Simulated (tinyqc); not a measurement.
Long-channel MOSFET, surface-potential model: one step of the calculation.

n-channel transistor on a uniformly doped p-type body, gradual-channel approximation, constant mobility, Boltzmann statistics, full ionisation. Potentials are counted from the neutral body; V is the electron quasi-Fermi potential, Vsb at the source and Vsb + Vds at the drain. Charges are magnitudes per area.

Question. Charges and current of the charge-sheet model. psi_0 and psi_L solve Vgs + Vsb - Vfb - psi = gamma sqrt(G) at V = Vsb and Vsb + Vds. Qi = Cox gamma [sqrt(G) - sqrt(psi - Vt)], G = psi - Vt + Vt exp((psi - 2 phiF - V)/Vt), at both ends. With U = Vgs + Vsb - Vfb: drift = mu (W/L) Cox [U (psi_L - psi_0) - (psi_L^2 - psi_0^2)/2 - (2/3) gamma ((psi_L - Vt)^1.5 - (psi_0 - Vt)^1.5)]; diffusion = mu (W/L) Vt (Qi0 - QiL).

Values chosen for this exercise; material values those of a made-up semiconductor: temperature T = 400 K; flat-band voltage Vfb = -0.88 V; channel mobility mu = 240 cm^2/(V s); gate width W = 2 um; gate length L = 5 um; source-body reverse bias Vsb = 0.3 V; gate-source voltage Vgs = 1.48 V; drain-source voltage Vds = 1.2 V.

Constants: q = 1.602176634e-19 C, kB = 1.380649e-23 J/K, Vt = kB T/q. Results are converted to the units shown.

psi_0 = 1.2158249 V
psi_L = 2.0326070 V
phiF = 0.36124137 V
Cox = 0.14107673 uF/cm^2
gamma = 0.44382502 V^0.5

Find: Qi0; QiL; drift current; diffusion current; drain current.

Answer.

Qi0 = 135.68 nC/cm^2
QiL = 0.0030933 nC/cm^2
drift current = 5.2848 uA
diffusion current = 0.44898 uA
drain current = 5.7338 uA

Drift carries 92.2 % of the current. The drain end is pinched off: its charge is under 1 % of that at the source.

Numbers from tinyqc (`OMP_NUM_THREADS=1 python tinyqc.py 2360114 2360115 out.jsonl`; about 0.06 s on one thread of a shared Intel Xeon 2.30GHz).
